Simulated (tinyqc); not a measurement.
Deep-level transient spectroscopy: one step of the calculation.

Schottky contact on an n-type layer with shallow donors Nd (all ionised) and a donor-like deep trap, neutral when filled and positive when empty; depletion approximation. Traps within lam of the depletion edge stay filled. A long pulse to Vp fills the traps beyond x1 = Wp - lam; back at Vr those between x1 and x2 = Wr - lam emit. A rate window reads S = C(t2) - C(t1).

Question. Widths. lam = sqrt(2 eps0 eps_r (EF - ET)/(q Nd)), EF - ET = Et - (kB T/q) ln(Nc(T)/Nd), Nc(T) = Nc (T/300 K)^1.5. In the steady state at the band bending V, 2 eps0 eps_r V/q = Nd W^2 + Nt (W - lam)^2 (the second term only if W > lam). V = Vbi + Vr gives Wr and V = Vbi + Vp gives Wp; x1 = max(Wp - lam, 0).

Values chosen for this exercise; material values close to those of silicon: relative permittivity eps_r = 11.9; conduction-band density of states at 300 K Nc = 2.85e19 cm^-3; shallow donor density Nd = 3.1e15 cm^-3; built-in voltage Vbi = 0.76 V; depth of the trap below the conduction edge Et = 0.31 eV; trap density Nt = 9.6e12 cm^-3; reverse bias Vr = 8 V; reverse bias during the filling pulse Vp = 0.8 V; temperature of the transient T = 168 K.

Constants: q = 1.602176634e-19 C, kB = 1.380649e-23 J/K, eps0 = 8.8541878128e-14 F/cm where lengths are in cm. Results are converted to the units shown.

Give: lam; Wr; Wp; x1; x2; G = (x2^2 - x1^2)/Wr^2.

Answer.

lam = 284.28 nm
Wr = 1925.7 nm
Wp = 813.03 nm
x1 = 528.75 nm
x2 = 1641.4 nm
G = (x2^2 - x1^2)/Wr^2 = 0.65116

Computed by the program tinyqc: `OMP_NUM_THREADS=1 python tinyqc.py 2050102 2050103 out.jsonl`, one thread of a shared Intel Xeon 2.30GHz, about 0.01 s for the whole run.
